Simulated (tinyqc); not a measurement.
# Strain, valley repopulation and piezoresistance in a many-valley conduction band, step by step

A worked calculation. Computed by tinyqc, a small Python program that keeps every step. Command: `OMP_NUM_THREADS=1 python tinyqc.py 3016551 3016552 out.jsonl valleys walk`. One thread of a shared host (Intel(R) Xeon(R) Processor @ 2.30GHz), about 0.03 s of CPU time with the checks. Intermediate numbers are printed to about 6 digits and carried at full precision; extremes and crossings named in words are read from the listed rows.

Valleys are ellipsoids with mass m_l along the axis a and m_t across it, parabolic, with one constant relaxation time; strain shifts the valleys and leaves the masses alone. Currents are taken along [100], along the load, and along [010], across the load.

Inputs (values chosen for the exercise, modelled on silicon):
```
quantity                               value    unit
longitudinal mass m_l                  0.922     m_0
transverse mass m_t                    0.193     m_0
shear deformation potential Xi_u        9.14      eV
dilation deformation potential Xi_d      1.1      eV
C11                                      168     GPa
C12                                     64.5     GPa
C44                                     79.1     GPa
stress X (tension positive)             -590     MPa
electron density n                   5.5e+18  1/cm^3
relaxation time tau                      180      fs
temperature T                            350       K
```

Valley axes: <100> (6 valleys in 3 pairs). Load: uniaxial [100].

Constants: k_B = 8.617333262e-05 eV/K; m_0 = 9.1093837015e-31 kg; k_B = 1.380649e-23 J/K; hbar = 1.054571817e-34 J s; e = 1.602176634e-19 C.

## Strain

Compliances S11 = (C11 + C12)/((C11 - C12)(C11 + 2 C12)), S12 = -C12/((C11 - C12)(C11 + 2 C12)), S44 = 1/C44; stress sigma_ij = X n_i n_j for the unit vector n of the load; e_xx = S11 sigma_xx + S12 (sigma_yy + sigma_zz), e_xy = S44 sigma_xy/2 (tensor strain).

strain tensor (%):
```
           x         y         z
x  -0.446250  0.000000  0.000000
y   0.000000  0.123798  0.000000
z   0.000000  0.000000  0.123798
```

## Valley shifts

Herring-Vogt shift of a valley with unit axis a: dE = Xi_d tr(e) + Xi_u a.e.a.

shifts dE (meV): x -42.9724, y 9.1300, z 9.1300

splitting (highest minus lowest) = 52.1024 meV

Lowest: x; the splitting is 1.73 k_B T.

## Populations

Each of the 6 valleys holds n_v = N_v (2/sqrt(pi)) F_1/2((E_F - dE_v)/(k_B T)), N_v = 2 (m_d k_B T/(2 pi hbar^2))^(3/2), m_d = (m_l m_t^2)^(1/3); E_F solves sum n_v = n and is counted from the unstrained edge. F_j(eta) = int_0^infinity x^j/(1 + exp(x - eta)) dx, without a gamma-function factor. It is evaluated after integrating by parts. Integrals over x = E/(k_B T) use 160 Gauss-Legendre points in u = sqrt(x) from 0 to sqrt(max(eta, 0) + 32).

Fermi level E_F = -72.1659 meV

share of the electrons (per pair): x 0.718884, y 0.140558, z 0.140558

## Mobility tensor and resistance change

Mobility tensor mu = e tau sum_v (n_v/n) [1/m_t + (1/m_l - 1/m_t) a a^T]; unstrained mu_0 = e tau (1/m_l + 2/m_t)/3; resistivity along d from the inverse tensor, rho_d = d.mu^-1.d/(n e), mobility along d = 1/(d.mu^-1.d); gauge pi_d = (rho_d/rho_0 - 1)/X.

mobility tensor (cm^2/(V s)):
```
        x        y        z
x  707.97     0.00     0.00
y    0.00  1458.05     0.00
z    0.00     0.00  1458.05
```

unstrained mobility mu_0 = 1208.02 cm^2/(V s)

mobility along the first direction = 707.972 cm^2/(V s)

mobility along the second direction = 1458.05 cm^2/(V s)

resistance change along the first direction = 70.6316 %

resistance change along the second direction = -17.1480 %

The mobility lies between e tau/m_l = 343 and e tau/m_t = 1640; the trace stays at 3 mu_0. Along the first direction the filled valleys present more of their heavy mass.

## Linear piezoresistance coefficients

With eta_0 the reduced Fermi level without strain, r = F_-1/2(eta_0)/(2 F_1/2(eta_0)) (1 for a classical gas) and c = r (Xi_u/k_B T) (m_l - m_t)/(2 m_l + m_t): pi11 = -(2/3) c (S11 - S12), pi12 = -pi11/2, pi44 = 0, with S11 - S12 = 1/(C11 - C12).

eta_0 = -1.80002

degeneracy factor r = 0.947811

pi11 = -66.2113 1e-11/Pa

pi12 = 33.1056 1e-11/Pa

pi44 = 0 1e-11/Pa

Degeneracy lowers the coefficients to 95 % of the classical value.

## Full result against the linear law

Linear theory: pi_l = pi11, pi_t = pi12.

Resistance changes (%); at 2000 MPa the strain is near or above 1 %, where band warping, left out here, matters:
```
X (MPa)  splitting (meV)  largest share  first direction    linear  second direction    linear
-2000            176.618       0.993304          243.135   132.423          -26.1603  -66.2113
-1000             88.309       0.890609          148.949    66.211          -23.0270  -33.1056
-400              35.324       0.601484           40.429    26.485          -12.5835  -13.2423
-150              13.246       0.430914           11.703     9.932           -4.9776   -4.9658
-50                4.415       0.364810            3.498     3.311           -1.6616   -1.6553
50                 4.415       0.348397           -3.133    -3.311            1.6439    1.6553
150               13.246       0.376168           -8.423    -9.932            4.8206    4.9658
400               35.324       0.430065          -17.199   -26.485           11.5890   13.2423
1000              88.309       0.485976          -24.686   -66.211           19.6005   33.1056
2000             176.618       0.499224          -26.265  -132.423           21.6703   66.2113
```

Along the first direction the linear law holds within 10 % for 2 of the 10 stresses, at -50.0, 50.0 MPa. At the largest compression the full change is +243.1 % against the linear +132.4 %, at the largest tension -26.3 % against -132.4 %: once the splitting is comparable with k_B T (or E_F) the populations no longer follow it linearly, and the change must saturate when the upper valleys are empty.

Checks made by the program: trace of the tensor against 3 mu_0 (relative difference below 1e-10); linear coefficients against the full calculation at 0.01 MPa (relative difference 8e-06).
